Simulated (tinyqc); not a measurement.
Inside a calculation: Slater-Koster d bands of a bcc metal. Values are carried at full precision from step to step, so a last printed digit may differ when a step is redone from the rounded ones.

Slater-Koster d bands. For a bond with direction cosines (l, m, n) the 5 x 5 block is dds Ps + ddp Pp + ddd (1 - Ps - Pp), the projectors on sigma, pi and delta states about the bond; for instance <xy|xy> = 3 l^2 m^2 dds + (l^2 + m^2 - 4 l^2 m^2) ddp + (n^2 + l^2 m^2) ddd, <xy|yz> = 3 l m^2 n dds + l n (1 - 4 m^2) ddp + l n (m^2 - 1) ddd and <3z2-r2|3z2-r2> = (n^2 - (l^2 + m^2)/2)^2 dds + 3 n^2 (l^2 + m^2) ddp + (3/4)(l^2 + m^2)^2 ddd. H(k) sums the blocks times cos(k.R) over the neighbours; the d level is the zero of energy; k in 2 pi/a.

Values chosen for the exercise (of the size met in Ta; not measured data): dds = -1.447 eV (dd sigma); ddp = 0.825 eV (dd pi); ddd = -0.13 eV (dd delta); f2 = 0.39 (factor on all three integrals for second neighbours); Es = 5.2 eV (s level); sss = -0.95 eV (ss sigma); sds = -0.7 eV (sd sigma); k = (0.44, 0.41, 0.17) 2 pi/a (wave vector); Nd = 4 (d electrons per atom).

## The block of one bond

Direction (1,1,1)/sqrt3; its eigenvalues must be dds once, ddp twice and ddd twice.

block (eV), lower triangle:
```
             xy       yz       zx   x2-y2  3z2-r2
xy      -0.3568
yz      -0.5451  -0.3568
zx      -0.5451  -0.5451  -0.3568
x2-y2         0  -0.3183   0.3183  0.5067
3z2-r2  -0.3676   0.1838   0.1838       0  0.5067
```

## Levels at Gamma

Neighbours: eight at (a/2)(1,1,1) and equivalents, and six at a(1,0,0) and equivalents with the integrals times f2.

Summing the blocks at k = 0 gives E(t2g) = (8/3) dds + (16/9) ddp + (32/9) ddd + f2 (4 ddp + 2 ddd), E(eg) = (16/3) ddp + (8/3) ddd + f2 (3 dds + 3 ddd).

levels (eV): t2g (threefold) -1.6686, eg (twofold) 2.2082

The t2g level lies lower, by 3.8769 eV.

## The Hamiltonian at one k

An s orbital at Es couples to nearest neighbours alone: <s|s> = sss, <s|xy> = sqrt3 l m sds (cyclic), <s|x2-y2> = (sqrt3/2)(l^2 - m^2) sds, <s|3z2-r2> = (n^2 - (l^2 + m^2)/2) sds.

Sum over the neighbours.

H(k) (eV), lower triangle:
```
             s       xy       yz       zx    x2-y2  3z2-r2
s       4.8580
xy      2.6251  -1.3189
yz      0.2961   0.6084  -0.2675
zx      0.4510   0.3994   3.5407  -0.3311
x2-y2        0        0   0.2333  -0.3553   1.6803
3z2-r2       0   2.3876  -0.1347  -0.2051  -0.0380  0.2742
```

## Levels and character

Diagonalise H; t2g is xy, yz, zx and eg the other two.

levels (eV): -3.9266  -3.6007  1.4582  1.7100  3.1187  6.1353

weights:
```
     band 1  band 2  band 3  band 4  band 5  band 6
s     0.012   0.050   0.110   0.001   0.052   0.776
t2g   0.951   0.725   0.180   0.009   0.931   0.203
eg    0.037   0.225   0.710   0.991   0.016   0.021
```

## Levels at points of symmetry

Coordinates: G (0, 0, 0), H (1, 0, 0), N (0.5, 0.5, 0), P (0.5, 0.5, 0.5); the others lie half way.

Levels (eV):

| k | band 1 | band 2 | band 3 | band 4 | band 5 | band 6 |
|---|---|---|---|---|---|---|
| G | -2.400 | -1.669 | -1.669 | -1.669 | 2.208 | 2.208 |
| G-H 0.5 | -1.642 | -0.101 | -0.101 | 0.412 | 1.388 | 5.200 |
| H | -5.898 | -5.898 | 4.040 | 4.040 | 4.040 | 12.800 |
| N | -4.550 | -4.259 | 1.233 | 1.642 | 4.462 | 6.717 |
| P | -1.186 | -1.186 | -1.186 | 1.845 | 1.845 | 5.200 |
| P-G 0.5 | -2.923 | -2.923 | 0.302 | 1.805 | 1.805 | 4.286 |
| G-N 0.5 | -2.964 | -2.751 | 1.092 | 1.397 | 1.925 | 2.428 |

On these points the bands run from -5.898 (H) to 12.800 eV (H).

## Second moment and the rectangular band

mu2 = z (dds^2 + 2 ddp^2 + 2 ddd^2)/5 per orbital, with z = 8 + 6 f2^2. A rectangular band with the same mu2 has width W = sqrt(12 mu2), Fermi level W (Nd/10 - 1/2) and bond energy -W Nd (10 - Nd)/20 (Friedel).

mu2 = 6.2190 eV^2
W = 8.6387 eV
Fermi level = -0.8639 eV
bond energy per atom = -10.3665 eV

The bond energy is the attractive part alone; the repulsion between atoms, left out, cancels a large share of it in the cohesive energy.

## Checks

- Levels at Gamma from the formulas against H(0): they agree to 1e-10 or better.
- Second moment from the formula against the mean square level on the mesh: both 6.21896.

Computed by tinyqc, a small Python program: `OMP_NUM_THREADS=1 python tinyqc.py 1450078 1450079 out.jsonl` (the numbers bound the seed that draws the inputs); one thread of a shared host (Intel(R) Xeon(R) Processor @ 2.30GHz), about 0.04 s for the whole set of steps.
